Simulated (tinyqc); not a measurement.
Band bending at a free surface with one surface level, surface photovoltage and Kelvin probe: one step of the calculation.

n-type bulk, xi = Ec - EF = Vt ln(Nc/Nd), p0 = ni^2/Nd, ni = sqrt(Nc Nv) exp(-Eg/(2 Vt)), Eg in volts. b is the upward band bending, u = b/Vt. Space charge per area, in units of q: Qc = sign(b) sqrt((2 eps0 eps_r Vt/q) [(Nd + dn)(exp(-u) - 1) + Nd u + (p0 + dn)(exp(u) - 1)]), with dn the excess density under light (flat quasi-Fermi levels; 0 in the dark). The level holds -Ns f, f = 1/(1 + exp((xi + b - Es)/Vt)). Neutrality: Qc + Qf + (charge of the states) = 0.

Problem. Work function and Kelvin-probe reading. Work function chi + xi + b; contact potential difference CPD = (work function of the sample) - pt. Depth of EF below Ec at the surface: xi + b. Depletion width Qc/Nd.

Parameters, values chosen for the exercise; band and dielectric values close to those of gallium nitride:
- T = 300 K (temperature)
- Eg = 3.47 eV (band gap)
- eps_r = 9.67 (relative permittivity)
- Nc = 2.3e18 cm^-3 (conduction-band density of states at T)
- Nv = 4.62e19 cm^-3 (valence-band density of states at T)
- chi = 4.18 eV (electron affinity)
- Nd = 3.1e15 cm^-3 (donor density)
- Qf = 0 cm^-2 (fixed positive charge at the surface)
- pt = 4.2 eV (work function of the probe tip)
- Ns = 1.4e11 cm^-2 (density of an acceptor-like surface level)
- Es = 0.5 eV (its depth below the conduction edge)

Constants: q = 1.602176634e-19 C, kB = 1.380649e-23 J/K, Vt = kB T/q, eps0 = 8.8541878128e-14 F/cm where lengths are in cm. Results are converted to the units shown.

converged b = 0.30832903 V

Wanted: xi + b; Qc; Qc/Nd; work function; CPD.

Solution.

xi + b = 0.47919 eV
Qc = 9.6743e10 cm^-2
Qc/Nd = 312.07 nm
work function = 4.6592 eV
CPD = 459.19 mV

The level is 69.1 % filled: the Fermi level is pinned at it.

Numbers from tinyqc (`OMP_NUM_THREADS=1 python tinyqc.py 2430136 2430137 out.jsonl`; about 0.02 s on one thread of a shared Intel Xeon 2.30GHz).
